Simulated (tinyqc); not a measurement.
p-type polysilicon, carrier trapping at grain boundaries: one step of the calculation.

One-dimensional grains of size Lg, uniform ionised doping N, monovalent traps Qt at each boundary at a depth Et below (for electrons) or above (for holes) the band edge there, abrupt depletion of width W on each side of a boundary, Boltzmann statistics. xi is the distance from the band edge at the grain centre to the Fermi level. Trapped charge Qt/(1 + exp((xi + VB - Et)/Vt)) = 2 N W, barrier VB = q N W^2/(2 eps0 eps_r).

Task. Depletion width, Fermi level and barrier. If the trap equation with xi = Vt ln(NB/N) has a root W < Lg/2, the grain is partly depleted; otherwise W = Lg/2 and the trap equation gives xi = Et - VB + Vt ln(Qt/(N Lg) - 1). N* = Qt/Lg.

Parameters, values chosen for the exercise; values of the order met in polycrystalline silicon:

| symbol | value | unit | meaning |
|---|---|---|---|
| T | 250 | K | temperature |
| eps_r | 11.7 |  | relative permittivity |
| NB | 2.02e19 | cm^-3 | valence-band density of states at T |
| Lg | 90 | nm | grain size |
| Qt | 4.5e12 | cm^-2 | trap density of a grain boundary |
| Et | 0.4 | eV | depth of the trap level from the majority band edge at the boundary |
| N | 3.1e18 | cm^-3 | doping |

Constants: q = 1.602176634e-19 C, kB = 1.380649e-23 J/K, Vt = kB T/q, eps0 = 8.8541878128e-14 F/cm where lengths are in cm. Results are converted to the units shown.

Give: N*; W; xi; VB; share of traps filled.

Result.

N* = 5.0000e17 cm^-3
W = 7.2579 nm
xi = 0.040378 V
VB = 0.12628 V
share of traps filled = 0.99998

N is 6.20 N*, and the grain is partly depleted; VB = 5.86 Vt.

Program tinyqc, `OMP_NUM_THREADS=1 python tinyqc.py 2830145 2830146 out.jsonl`; Intel Xeon 2.30GHz, shared host, one thread, about 0.01 s.
